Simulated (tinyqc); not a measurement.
Five-frequency model of solute diffusion by vacancies in an fcc metal: one step, computed by the program tinyqc. Command: `OMP_NUM_THREADS=1 python tinyqc.py 3011186 3011187 out.jsonl fivefreq walk`. One thread of a shared host (Intel(R) Xeon(R) Processor @ 2.30GHz), about 0.07 s of CPU time with the checks.

A vacancy next to the solute exchanges with it (w2), jumps to one of 4 sites that also neighbour the solute (w1) or to one of 7 that do not (w3); w4 is the reverse of w3 and w0 the host jump.

Task: Correlation factor. Manning: with y = w4/w0, 7F = 7 - (10 y^4 + 180.5 y^3 + 927 y^2 + 1341 y)/(2 y^4 + 40.2 y^3 + 254 y^2 + 597 y + 436); f2 = (2 w1 + 7F w3)/(2 w2 + 2 w1 + 7F w3). The mean cosine between successive solute jumps follows from f2 = (1 + c)/(1 - c).

Inputs (values chosen for the exercise, for a model solute in a host close to copper): temperature T = 612 K.

rates (1/s): w0 1.548069e+07, w1 8.212291e+07, w2 6849964, w3 1243210, w4 5.514813e+07

Give: y = w4/w0; 7F; correlation factor f2; mean cosine c.

Result:

y = w4/w0 = 3.562

7F = 3.680

correlation factor f2 = 0.9249

mean cosine c = -0.03899

The vacancy moves on by other jumps before it exchanges again, so solute jumps are nearly random.
